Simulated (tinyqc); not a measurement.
Inside a calculation: Franz-Keldysh effect at a direct gap. Values are carried at full precision from step to step, so a last printed digit may differ when a step is redone from the rounded ones.

Parabolic bands, vertical transitions, no excitons. For each hole band j: mr = me mj/(me + mj); joint density of states J_j(E) = (mr/c)^(3/2) sqrt(E - Eg)/(2 pi^2), both spins, c = hbar^2/2m0; averaged matrix element |e.p|^2 = m0 Ep/6; alpha_j(E) = 4 pi^2 alpha_f c Ep J_j/(3 nr E) in 1/angstrom (alpha_f the fine-structure constant, listed as alpha among the constants), times 1e8 for 1/cm.

In a field Fd (1 kV/cm = 1e-5 V/angstrom) the electro-optic energy of band j is th = (c (e Fd)^2/mr)^(1/3), and sqrt(E - Eg) in J_j is replaced by pi sqrt(th) [Ai'(b)^2 - b Ai(b)^2] with b = (Eg - E)/th; Ai is the Airy function.

Constants: hbar^2/2m0 = 3.80998211 eV angstrom^2; fine-structure constant alpha = 0.007297352564.

Values chosen for the exercise (near those of GaAs; shifted at random, so the results belong to these values and not to a real crystal):
```
symbol  value   unit        meaning
Eg      1.42    eV          direct gap
me      0.0658  m0          electron mass
mhh     0.522   m0          heavy-hole mass
mlh     0.0828  m0          light-hole mass
Ep      26.3    eV          Kane energy
nr      3.55                refractive index
Fd      64      kV/cm       uniform field
E       1.407   eV          photon energy
L       98      micrometre  length of a waveguide
```

## Electro-optic energy and length

For each hole band give mr, th and the length th/(e Fd).

Scales:
```
hole   mr (m0)  th (meV)  length (angstrom)
heavy  0.05843    29.891               46.7
light  0.03666    34.915               54.6
```

The light-hole pair has th larger by a factor 1.168, the cube root of the ratio of reduced masses.

## Airy factors at E

Ai is the Airy function, th the electro-optic energy of each hole band from the table (its other columns are not needed here), b = (Eg - E)/th with th in eV; the factor takes the place of sqrt(E - Eg) in the joint density of states.

Form b, Ai(b), Ai'(b) and the factor pi sqrt(th) [Ai'^2 - b Ai^2] for each band, beside sqrt(E - Eg) (zero below the gap).

Factors:
```
hole        b   Ai(b)   Ai'(b)  factor (eV^(1/2))  without field
heavy  0.4349  0.2466  -0.2322            0.01492         0.0000
light  0.3723  0.2613  -0.2386            0.01849         0.0000
```

## Absorption with and without the field

Put the factors in place of sqrt(E - Eg) in alpha_j and add the bands; a waveguide of length L changes its transmission by 4.343 (alpha(F) - alpha(0)) L dB.

alpha_j in the field (1/cm): heavy 277, light 170

alpha(F) = 447 1/cm
alpha(0) = 0 1/cm
change of loss = 19.0 dB

Below the gap the field opens a tail where this model has no absorption; excitons and band tails absorb within some 10 to 20 meV of a real edge. Excitons, which add a sharp peak at low field, are left out.

## Checks

- Airy factor at b = -40 against the zero-field limit sqrt(-b): 6.33 against 6.32.

tinyqc: `OMP_NUM_THREADS=1 python tinyqc.py 1652244 1652245 out.jsonl`; about 0.01 s, one thread, shared Intel(R) Xeon(R) Processor @ 2.30GHz.
